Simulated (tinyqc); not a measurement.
From results back to parameters: deformation-potential model of the Delta valleys of a conduction band. Three cases, with inputs chosen for the exercise.

Problem. An ellipsoidal valley with ml > mt has the density-of-states mass m_d = (ml mt^2)^(1/3) and, averaged over equivalent valleys, the conductivity mass m_c = 3/(1/ml + 2/mt).

Find: K = ml/mt; mt; ml.

Method. With K = ml/mt, m_d/m_c = K^(1/3) (2 + 1/K)/3, which rises steadily for K > 1 and so fixes K; then mt = m_d K^(-1/3) and ml = K mt.

Case 1.

m_d = 0.3216966 m0
m_c = 0.2574009 m0

Solution.

K = ml/mt = 4.931
mt = 0.189 m0
ml = 0.932 m0

Case 2.

m_d = 0.3163363 m0
m_c = 0.2532589 m0

Solution.

K = ml/mt = 4.919
mt = 0.186 m0
ml = 0.915 m0

Case 3.

m_d = 0.3239145 m0
m_c = 0.2627730 m0

Solution.

K = ml/mt = 4.655
mt = 0.194 m0
ml = 0.903 m0

Computed by tinyqc, one run a case: `OMP_NUM_THREADS=1 python tinyqc.py N N+1 out.jsonl` with N = 1051031, 1051104, 1051133; one thread of a shared Intel(R) Xeon(R) Processor @ 2.30GHz, about 0.04 s a run at most.
